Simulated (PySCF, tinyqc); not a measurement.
Inside a calculation. Method: RKS/exchange-only LDA in the 3-21g basis, for H3+, spin multiplicity 1. The lowest restricted solution is unstable here: a spin-polarised one lies 0.0061 hartree lower (PySCF). One step of it, computed by the program tinyqc.

Problem. Iteration 1: building the Kohn-Sham matrix. J_ij = sum D_kl (ij|kl); F = H + J + V_xc; E = tr D H + tr D J / 2 + E_xc + E_nn.

D at the start, lower triangle:
```
           1H 1s      1H 2s      2H 1s     2H 2s     3H 1s     3H 2s
1H 1s   0.140402
1H 2s   0.187594   0.251802
2H 1s  -0.007732  -0.001584   0.136439
2H 2s   0.005747   0.020558   0.192642  0.274353
3H 1s  -0.007732  -0.001584  -0.003096  0.001790  0.136439
3H 2s   0.005747   0.020558   0.001790  0.013310  0.192642  0.274353
```

core Hamiltonian H = T + V (hartree), lower triangle:
```
           1H 1s      1H 2s      2H 1s      2H 2s      3H 1s      3H 2s
1H 1s  -0.910071
1H 2s  -0.966490  -1.131675
2H 1s  -0.124614  -0.350937  -0.725432
2H 2s  -0.374799  -0.616805  -0.847259  -0.954584
3H 1s  -0.124614  -0.350937  -0.000050  -0.019809  -0.725432
3H 2s  -0.374799  -0.616805  -0.019809  -0.110589  -0.847259  -0.954584
```

Two-electron integrals (ij|kl) in chemists' order, unique and non-zero (hartree):
```
(11|11) 1.140145   (21|11) 0.611403   (21|21) 0.345152   (22|11) 0.626370
(22|21) 0.380329   (22|22) 0.482957   (31|11) 0.028000   (31|21) 0.017013
(31|22) 0.021181   (31|31) 0.001684   (32|11) 0.094534   (32|21) 0.060251
(32|22) 0.085871   (32|31) 0.006683   (32|32) 0.037209   (33|11) 0.369153
(33|21) 0.238048   (33|22) 0.356785   (33|31) 0.028000   (33|32) 0.191024
(33|33) 1.140145   (41|11) 0.191024   (41|21) 0.109176   (41|22) 0.122835
(41|31) 0.006683   (41|32) 0.023917   (41|33) 0.094534   (41|41) 0.037209
(42|11) 0.268615   (42|21) 0.166227   (42|22) 0.221671   (42|31) 0.012815
(42|32) 0.059748   (42|33) 0.268615   (42|41) 0.059748   (42|42) 0.126034
(43|11) 0.238048   (43|21) 0.153142   (43|22) 0.227550   (43|31) 0.017013
(43|32) 0.109176   (43|33) 0.611403   (43|41) 0.060251   (43|42) 0.166227
(43|43) 0.345152   (44|11) 0.356785   (44|21) 0.227550   (44|22) 0.331913
(44|31) 0.021181   (44|32) 0.122835   (44|33) 0.626370   (44|41) 0.085871
(44|42) 0.221671   (44|43) 0.380329   (44|44) 0.482957   (51|11) 0.028000
(51|21) 0.017013   (51|22) 0.021181   (51|31) 0.000613   (51|32) 0.002420
(51|33) 0.010017   (51|41) 0.004585   (51|42) 0.007400   (51|43) 0.006470
(51|44) 0.009999   (51|51) 0.001684   (52|11) 0.094534   (52|21) 0.060251
(52|22) 0.085871   (52|31) 0.002420   (52|32) 0.010183   (52|33) 0.043158
(52|41) 0.016710   (52|42) 0.030116   (52|43) 0.027876   (52|44) 0.043145
(52|51) 0.006683   (52|52) 0.037209   (53|11) 4.92e-06   (53|21) 2.70e-06
(53|22) 2.83e-06   (53|31) 1.27e-07   (53|32) 4.32e-07   (53|33) 1.69e-06
(53|41) 8.47e-07   (53|42) 1.22e-06   (53|43) 1.09e-06   (53|44) 1.63e-06
(53|51) 1.27e-07   (53|52) 4.32e-07   (54|11) 0.004241   (54|21) 0.002648
(54|22) 0.003546   (54|31) 0.000102   (54|32) 0.000415   (54|33) 0.001738
(54|41) 0.000727   (54|42) 0.001247   (54|43) 0.001123   (54|44) 0.001736
(54|51) 0.000272   (54|52) 0.001285   (54|53) 1.93e-08   (54|54) 0.000048
(55|11) 0.369153   (55|21) 0.238048   (55|22) 0.356785   (55|31) 0.010017
(55|32) 0.043158   (55|33) 0.184640   (55|41) 0.067002   (55|42) 0.125576
(55|43) 0.119259   (55|44) 0.184635   (55|51) 0.028000   (55|52) 0.191024
(55|53) 1.69e-06   (55|54) 0.005951   (55|55) 1.140145   (61|11) 0.191024
(61|21) 0.109176   (61|22) 0.122835   (61|31) 0.004585   (61|32) 0.016710
(61|33) 0.067002   (61|41) 0.032313   (61|42) 0.049007   (61|43) 0.043237
(61|44) 0.065744   (61|51) 0.006683   (61|52) 0.023917   (61|53) 8.47e-07
(61|54) 0.001040   (61|55) 0.094534   (61|61) 0.037209   (62|11) 0.268615
(62|21) 0.166227   (62|22) 0.221671   (62|31) 0.007400   (62|32) 0.030116
(62|33) 0.125576   (62|41) 0.049007   (62|42) 0.086617   (62|43) 0.081003
(62|44) 0.124010   (62|51) 0.012815   (62|52) 0.059748   (62|53) 1.22e-06
(62|54) 0.002282   (62|55) 0.268615   (62|61) 0.059748   (62|62) 0.126034
(63|11) 0.004241   (63|21) 0.002648   (63|22) 0.003546   (63|31) 0.000272
(63|32) 0.001285   (63|33) 0.005951   (63|41) 0.001040   (63|42) 0.002282
(63|43) 0.003511   (63|44) 0.004181   (63|51) 0.000102   (63|52) 0.000415
(63|53) 1.93e-08   (63|54) 0.000017   (63|55) 0.001738   (63|61) 0.000727
(63|62) 0.001247   (63|63) 0.000048   (64|11) 0.042657   (64|21) 0.025901
(64|22) 0.032890   (64|31) 0.001442   (64|32) 0.005848   (64|33) 0.024298
(64|41) 0.008365   (64|42) 0.015096   (64|43) 0.015497   (64|44) 0.022604
(64|51) 0.001442   (64|52) 0.005848   (64|53) 1.93e-07   (64|54) 0.000241
(64|55) 0.024298   (64|61) 0.008365   (64|62) 0.015096   (64|63) 0.000241
(64|64) 0.002240   (65|11) 0.238048   (65|21) 0.153142   (65|22) 0.227550
(65|31) 0.006470   (65|32) 0.027876   (65|33) 0.119259   (65|41) 0.043237
(65|42) 0.081003   (65|43) 0.077029   (65|44) 0.119250   (65|51) 0.017013
(65|52) 0.109176   (65|53) 1.09e-06   (65|54) 0.003511   (65|55) 0.611403
(65|61) 0.060251   (65|62) 0.166227   (65|63) 0.001123   (65|64) 0.015497
(65|65) 0.345152   (66|11) 0.356785   (66|21) 0.227550   (66|22) 0.331913
(66|31) 0.009999   (66|32) 0.043145   (66|33) 0.184635   (66|41) 0.065744
(66|42) 0.124010   (66|43) 0.119250   (66|44) 0.184447   (66|51) 0.021181
(66|52) 0.122835   (66|53) 1.63e-06   (66|54) 0.004181   (66|55) 0.626370
(66|61) 0.085871   (66|62) 0.221671   (66|63) 0.001736   (66|64) 0.022604
(66|65) 0.380329   (66|66) 0.482957
```

nuclear repulsion = 0.92319820 hartree

V_xc (hartree), lower triangle:
```
           1H 1s      1H 2s      2H 1s      2H 2s      3H 1s      3H 2s
1H 1s  -0.380506
1H 2s  -0.207507  -0.225131
2H 1s  -0.012248  -0.066012  -0.376617
2H 2s  -0.066441  -0.113391  -0.203280  -0.208683
3H 1s  -0.012248  -0.066012  -0.000002  -0.002264  -0.376617
3H 2s  -0.066441  -0.113391  -0.002264  -0.015332  -0.203280  -0.208683
```

E_xc = sum of w rho eps_xc = -0.42927205 hartree

Give: Coulomb J; Kohn-Sham matrix F; total energy of this density.

Solution.

Coulomb J (hartree), lower triangle:
```
       1H 1s  1H 2s  2H 1s  2H 2s  3H 1s  3H 2s
1H 1s  1.053
1H 2s  0.635  0.828
2H 1s  0.039  0.192  0.933
2H 2s  0.207  0.410  0.559  0.721
3H 1s  0.039  0.192  0.000  0.007  0.933
3H 2s  0.207  0.410  0.007  0.056  0.559  0.721
```

Kohn-Sham matrix F (hartree), lower triangle:
```
        1H 1s   1H 2s   2H 1s   2H 2s   3H 1s   3H 2s
1H 1s  -0.237
1H 2s  -0.539  -0.529
2H 1s  -0.097  -0.225  -0.169
2H 2s  -0.234  -0.321  -0.492  -0.442
3H 1s  -0.097  -0.225   0.000  -0.015  -0.169
3H 2s  -0.234  -0.321  -0.015  -0.070  -0.492  -0.442
```

total energy of this density = -0.85603 hartree

This density is the starting one; it is not idempotent, so its energy is not variational and may lie below the converged one.
